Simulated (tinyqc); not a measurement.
Self-heating of a transistor with one or more fingers, with temperature-dependent conductivity: one step, computed by the program tinyqc. Command: `OMP_NUM_THREADS=1 python tinyqc.py 3016599 3016600 out.jsonl selfheat walk`. One thread of a shared host (Intel(R) Xeon(R) Processor @ 2.30GHz), about 0.08 s of CPU time with the checks.

N long parallel fingers lie on the top face of a slab whose bottom is held at T_0; the top is otherwise insulated, and heat flows in two dimensions. P in W/mm is 1000 P in W/m.

Question. Extra rise from ballistic phonons. Near a source smaller than the free path, Fourier's law overstates the flow. Rough estimate: a strip that emits phonons into a half space adds a resistance times area of 4 Lambda/(3 kappa_0), from the ballistic flux C v Delta T/4 with kappa_0 = C v Lambda/3, so Delta T_b = 4 Lambda P/(3 kappa_0 w); Knudsen number Lambda/w.

Inputs (values chosen for the exercise, modelled on gallium oxide): conductivity at the base temperature kappa_0 = 17.4 W/(m K); power per gate width P = 0.25 W/mm; width of the heat source w = 0.19 micrometre; phonon free path Lambda = 27 nm.

Power: power rises with temperature.

largest theta = 56.55710 K

Give: Knudsen number; ballistic rise Delta T_b; Delta T_b / largest theta.

Answer.

Knudsen number = 0.1421

ballistic rise Delta T_b = 2.722 K

Delta T_b / largest theta = 0.04813

By this estimate the ballistic term is at most a fifth of the Fourier rise.
